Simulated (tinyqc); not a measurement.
# Fermi-level pinning from two metals

Problem. Cowley-Sze model with the space charge neglected: phiB = S (phiM - chi) + (1 - S)(Eg - phi0), S = 1/(1 + q Dit dl/(eps0 ei)), dl in cm. Find S, phi0 and Dit.

Parameters, values chosen for the exercise; band and dielectric values close to those of In0.53Ga0.47As:
- Eg = 0.742 eV (band gap)
- chi = 4.57 eV (electron affinity)
- dl = 0.4 nm (thickness of the interfacial layer)
- ei = 2 (relative permittivity of the interfacial layer)

Constants: q = 1.602176634e-19 C, eps0 = 8.8541878128e-14 F/cm where lengths are in cm. Results are converted to the units shown.

barriers for metals with phiM = 4.96 and 5.58 eV (eV): [0.38467816, 0.91784815]

Solution. S is the slope of phiB against phiM; either barrier then gives phi0, and S gives Dit.

S = 0.8600
phi0 = 0.3900 eV
Dit = 4.500e12 cm^-2 eV^-1

tinyqc, about 0.08 s, one thread, Intel Xeon 2.30GHz (shared host): `OMP_NUM_THREADS=1 python tinyqc.py 2020070 2020071 out.jsonl`
